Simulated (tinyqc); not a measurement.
From results back to parameters: interband optics of a two-band s-p chain from momentum matrix elements. Three cases, with inputs chosen for the exercise.

Problem. At k = 0 the chain has the gap D0 = Es - Ep_ - 2 (ts + tp), w0 = 4 a^2 V^2, and masses 2c/mc = 2 ts a^2 + 2 w0/D0, 2c/mv = 2 tp a^2 + 2 w0/D0 (c = hbar^2/2m0, mv positive for holes). The oscillator strength there is f0 = w0/(c D0). V, ts and tp are hidden.

Constants: hbar^2/2m0 = 3.80998211 eV angstrom^2.

Find: V; ts; tp.

Method. w0 = f0 c D0 gives V; 1/mc - f0 = ts a^2/c and 1/mv - f0 = tp a^2/c.

Case 1.

Values chosen: a = 4.16 angstrom (period).
D0 = 4.1600 eV
f0 = 5.47856

mc, mv (m0): 0.117975  0.122572

Solution.

V = 1.12 eV
ts = 0.66 eV
tp = 0.59 eV

Case 2.

Values chosen: a = 3.66 angstrom (period).
D0 = 3.8500 eV
f0 = 8.10982

mc, mv (m0): 0.110386  0.097518

Solution.

V = 1.49 eV
ts = 0.27 eV
tp = 0.61 eV

Case 3.

Values chosen: a = 2.79 angstrom (period).
D0 = 3.4500 eV
f0 = 1.71145

mc, mv (m0): 0.392293  0.408671

Solution.

V = 0.85 eV
ts = 0.41 eV
tp = 0.36 eV

Computed by tinyqc, one run a case: `OMP_NUM_THREADS=1 python tinyqc.py N N+1 out.jsonl` with N = 1652502, 1652530, 1652553; one thread of a shared Intel(R) Xeon(R) Processor @ 2.30GHz, about 0.01 s a run at most.
